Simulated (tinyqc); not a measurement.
Electromigration in a confined line: Blech product, Korhonen stress evolution and Black's law: one step, computed by the program tinyqc.

The electron wind pushes atoms from the cathode (x = 0) to the anode (x = L); blocking ends build a back stress (tension positive). The input rho is taken not to change with temperature. d sigma/dt = d/dx [kappa (d sigma/dx + G)], with zero flux at both ends and sigma = 0 at t = 0.

Question. Steady state and Blech product. At steady state sigma(x) = G (L/2 - x). A void forms only if the cathode stress reaches sigma_c, that is if j L exceeds (j L)_c = 2 Omega (sigma_c)/(Z* e rho). Time scale tau = L^2/kappa.

Inputs (values chosen for the exercise, close to those used for copper lines): resistivity rho = 3.5 micro-ohm cm; atomic volume Omega = 11.8 angstrom^3; effective charge number Z* = 2; critical stress sigma_c = 110 MPa; current density j = 1.8 MA/cm^2; line length L = 30 um; test temperature T = 330 C.

Start: stress-free.

stress gradient G = 17.10799 MPa/um

kappa = 5.831901e-14 m^2/s

Constants: e = 1.602176634e-19 C.

Give: steady cathode stress; j L; critical product (j L)_c; tau.

Answer.

steady cathode stress = 256.6 MPa

j L = 5400 A/cm

critical product (j L)_c = 2315 A/cm

tau = 4.287 h

j L is 2.33 times the critical product: the line can fail. Caution: a steady stress above sigma_c is formal, since a void forms first.
